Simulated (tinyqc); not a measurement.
Band bending at a free surface with a continuum of surface states, surface photovoltage and Kelvin probe: one step of the calculation.

n-type bulk, xi = Ec - EF = Vt ln(Nc/Nd), p0 = ni^2/Nd, ni = sqrt(Nc Nv) exp(-Eg/(2 Vt)), Eg in volts. b is the upward band bending, u = b/Vt. Space charge per area, in units of q: Qc = sign(b) sqrt((2 eps0 eps_r Vt/q) [(Nd + dn)(exp(-u) - 1) + Nd u + (p0 + dn)(exp(u) - 1)]), with dn the excess density under light (flat quasi-Fermi levels; 0 in the dark). The states hold -Ds (E0 - xi - b): negative while the Fermi level lies above the neutrality level. Neutrality: Qc + Qf + (charge of the states) = 0.

Problem. Bulk quantities. xi, ni, p0, the Debye length sqrt(eps0 eps_r Vt/(q Nd)) and the flat-band work function chi + xi.

Parameters, values chosen for the exercise; band and dielectric values close to those of silicon:
- T = 300 K (temperature)
- Eg = 1.13 eV (band gap)
- eps_r = 11.6 (relative permittivity)
- Nc = 2.8e19 cm^-3 (conduction-band density of states at T)
- Nv = 2.66e19 cm^-3 (valence-band density of states at T)
- chi = 4.06 eV (electron affinity)
- Nd = 1e15 cm^-3 (donor density)

Constants: q = 1.602176634e-19 C, kB = 1.380649e-23 J/K, Vt = kB T/q, eps0 = 8.8541878128e-14 F/cm where lengths are in cm. Results are converted to the units shown.

Give: xi; ni; p0; Debye length; chi + xi.

Solution.

xi = 0.26472 eV
ni = 8.7991e9 cm^-3
p0 = 77424 cm^-3
Debye length = 128.73 nm
chi + xi = 4.3247 eV

Program tinyqc, `OMP_NUM_THREADS=1 python tinyqc.py 2430161 2430162 out.jsonl`; Intel Xeon 2.30GHz, shared host, one thread, about 0.01 s.
